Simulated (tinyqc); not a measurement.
# Long-channel MOSFET, surface-potential model: what changes with what

n-channel transistor on a uniformly doped p-type body, gradual-channel approximation, constant mobility, Boltzmann statistics, full ionisation. Potentials are counted from the neutral body; V is the electron quasi-Fermi potential, Vsb at the source and Vsb + Vds at the drain. Charges are magnitudes per area.

Parameters, values chosen for the exercise; material values those of a made-up semiconductor: temperature T = 293 K; band gap Eg = 1.04 eV; relative permittivity of the semiconductor eps_r = 15; conduction-band density of states at T Nc = 2.52e19 cm^-3; valence-band density of states at T Nv = 2.03e19 cm^-3; acceptor density of the body Na = 3.1e17 cm^-3; relative permittivity of the gate insulator eox = 24.7; insulator thickness tox = 120 nm; flat-band voltage Vfb = -0.7 V; channel mobility mu = 520 cm^2/(V s); gate width W = 5 um; gate length L = 0.5 um; source-body reverse bias Vsb = 2 V; gate-source voltage Vgs = 4.19 V; drain-source voltage Vds = 0.1 V.

Constants: q = 1.602176634e-19 C, kB = 1.380649e-23 J/K, Vt = kB T/q, eps0 = 8.8541878128e-14 F/cm where lengths are in cm. Results are converted to the units shown.

Each table varies one quantity; the others keep the values above.

## Effect of the insulator thickness

ni = sqrt(Nc Nv) exp(-Eg/(2 Vt)), Eg in volts; phiF = Vt ln(Na/ni); Cox = eps0 eox/tox; gamma = sqrt(2 q eps0 eps_r Na)/Cox. The surface potential psi at channel potential V solves Vgs + Vsb - Vfb - psi = gamma sqrt(G), G = psi - Vt + Vt exp((psi - 2 phiF - V)/Vt). Charge sheet: Qi = Cox gamma [sqrt(G) - sqrt(psi - Vt)]; I = mu (W/L) [integral of Qi dpsi from psi_0 to psi_L (drift) + Vt (Qi0 - QiL) (diffusion)], with psi_0 at V = Vsb and psi_L at V = Vsb + Vds. VT = Vfb + 2 phiF + gamma sqrt(2 phiF + Vsb), m = 1 + gamma/(2 sqrt(2 phiF + Vsb)). The swing is 20 mV/log10[I(VT - 0.14 V)/I(VT - 0.16 V)] of the charge-sheet current at the given Vds.

Effect of the insulator thickness:
```
tox (nm)  gamma (V^0.5)  VT (V)      m  swing (mV/decade)  I at Vgs, Vds (uA)
40               0.6643   1.240  1.198              70.32               759.4
54               0.8968   1.630  1.267              74.49               482.4
73                1.212   2.161  1.361              80.17               276.1
98                1.628   2.858  1.484              87.69               126.8
130               2.159   3.751  1.642              97.45               22.48
```

Read the table: what changes, and by how much?

As tox goes from 40 to 130 nm, VT rises from 1.24 to 3.75 V, the swing rises from 70.3 to 97.4 mV a decade and the current falls from 759 to 22.5 uA. The swing is 1.0 % above m Vt ln 10 in the first row and 2.1 % above it in the last. For tox = 40 to 98 nm the surface electron density at the source passes 0.3 Nc, where degeneracy and quantisation, left out here, matter.

## Effect of the source-body reverse bias

Same model as above.

The same in every row: gamma (V^0.5) = 1.993.

Effect of the source-body reverse bias:
```
Vsb (V)  VT (V)      m  swing (mV/decade)  I at Vgs, Vds (uA)
0         1.932  2.098              131.1               183.6
0.5       2.416  1.866              113.3               141.3
1         2.815  1.738              104.2               106.0
1.5       3.161  1.654              98.42               75.33
2         3.472  1.593              94.38               48.13
2.5       3.757  1.547              91.34               24.13
3         4.020  1.510              88.96               5.239
```

Read the table: what changes, and by how much?

As Vsb goes from 0 to 3 V, VT rises from 1.93 to 4.02 V, the swing falls from 131 to 89.0 mV a decade and the current falls from 184 to 5.24 uA. The swing is 7.5 % above m Vt ln 10 in the first row and 1.4 % above it in the last. For Vsb = 0 to 2.5 V the surface electron density at the source passes 0.3 Nc, where degeneracy and quantisation, left out here, matter.

Numbers from tinyqc (`OMP_NUM_THREADS=1 python tinyqc.py 2360026 2360027 out.jsonl`; about 0.04 s on one thread of a shared Intel Xeon 2.30GHz).
